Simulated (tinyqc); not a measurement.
What each input does: propagation of a band-gap error through k.p and effective-mass formulas.

Chain, for a gap E (the reference Eg or another value), with Ep and Dso kept: 1/me = 1 + Ep (E + 2 Dso/3)/(E (E + Dso)); g* = 2 - 2 Ep Dso/(3 E (E + Dso)); g1(E) = g1 + (Ep/3)(1/E - 1/Eg), g2(E) = g2 + (Ep/6)(1/E - 1/Eg), light hole 1/(g1 + 2 g2), heavy hole 1/(g1 - 2 g2) along [100]; optical constant ei(E) = 1 + (ei - 1)(EP/(EP + E - Eg))^2, static e0(E) = ei(E) + e0 - ei.

Donor: R = Ry me/e0^2, a_B = a0 e0/me, Mott density (0.26/a_B)^3. Nc, Nv = 2 (m kT/(4 pi c))^(3/2), c = hbar^2/2m0, ni = sqrt(Nc Nv) exp(-E/2kT). Exciton: Ry mu/e0^2 with 1/mu = 1/me + g1(E). 1 angstrom^-3 = 1e24 cm^-3.

Constants: Ry = 13.60569312 eV; a0 (Bohr radius) = 0.5291772105 angstrom; kB = 8.617333262e-05 eV/K; hbar^2/2m0 = 3.80998211 eV angstrom^2.

Parameters, chosen for this exercise (reference values near those of InSb, gap at low temperature; not measured data):
- Eg = 0.231 eV (gap at Gamma to the s-like level)
- Dso = 0.795 eV (spin-orbit splitting)
- Ep = 23 eV (Kane energy)
- g1 = 34.81 (Luttinger gamma1)
- g2 = 15.46 (gamma2)
- e0 = 16.81 (static dielectric constant)
- ei = 15.56 (optical dielectric constant)
- EP = 3.81 eV (mean (Penn) gap)
- mh = 0.57 m0 (density-of-states mass of the holes)
- T = 300 K (temperature)
- Eg2 = 0.208 eV (a wrong gap, of the size a hybrid functional can give)

All at E = Eg2.

One parameter was then changed.

Results before and after:
```
case     me (m0)  light hole (m0)     e0  donor (meV)  exciton (meV)  log10 ni
base      0.0121           0.0137  16.99        0.572          0.390    16.033
changed   0.0132           0.0138  16.99        0.622          0.413    16.059
```

Which of these changes was made? (a) Eg2 = 0.191 eV; (b) T = 324 K; (c) Dso = 0.859 eV; (d) mh = 0.616 m0; (e) Ep = 21.16 eV; (f) g1 = 32.025; (g) EP = 3.505 eV; (h) ei = 14.315.

Answer: (e) Ep = 21.16 eV. Of the candidates, run in turn, only this one gives the changed row.

All candidates:
```
case            me (m0)  light hole (m0)     e0  donor (meV)  exciton (meV)  log10 ni
base             0.0121           0.0137  16.99        0.572          0.390    16.033
Eg2 = 0.191 eV   0.0112           0.0126  17.12        0.521          0.355    16.150
Dso = 0.859 eV   0.0122           0.0137  16.99        0.576          0.392    16.034
Ep = 21.16 eV    0.0132           0.0138  16.99        0.622          0.413    16.059
g1 = 32.025      0.0121           0.0142  16.99        0.572          0.399    16.033
EP = 3.505 eV    0.0121           0.0137  17.00        0.571          0.389    16.033
ei = 14.315      0.0121           0.0137  16.97        0.573          0.391    16.033
mh = 0.616 m0    0.0121           0.0137  16.99        0.572          0.390    16.058
T = 324 K        0.0121           0.0137  16.99        0.572          0.390    16.212
```

Program tinyqc; command `OMP_NUM_THREADS=1 python tinyqc.py 1850827 1850828 out.jsonl`; about 0.01 s on one thread of a shared Intel(R) Xeon(R) Processor @ 2.30GHz.
